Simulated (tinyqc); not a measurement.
Worked calculation: Hubbard chain of 2 sites. One step of it, computed by the program tinyqc.

Question. Mean-field iteration 1. H(up) = T + U n(down), H(down) = T + U n(up); fill the lowest levels; n(new) = n + mixing (n(out) - n); E = tr T (rho up + rho down) + U sum n_up n_down of the output.

one-body matrix (hopping and site energies) (eV):
```
           1          2
1   0.000000  -0.850000
2  -0.850000   0.000000
```

U = 8.100000 eV

electrons, up and down: 1  1

mixing = 0.500000

n(up) at the start (a guess, not normalised): 1 0.500000, 2 0.500000

n(down) at the start (a guess): 1 0.500000, 2 0.500000

Give: levels, up; levels, down; energy; n(up) after iteration 1; n(down) after iteration 1.

Answer.

levels, up (eV): 3.2000  4.9000

levels, down (eV): 3.2000  4.9000

energy = 2.3500 eV

n(up) after iteration 1: 1 0.5000, 2 0.5000

n(down) after iteration 1: 1 0.5000, 2 0.5000
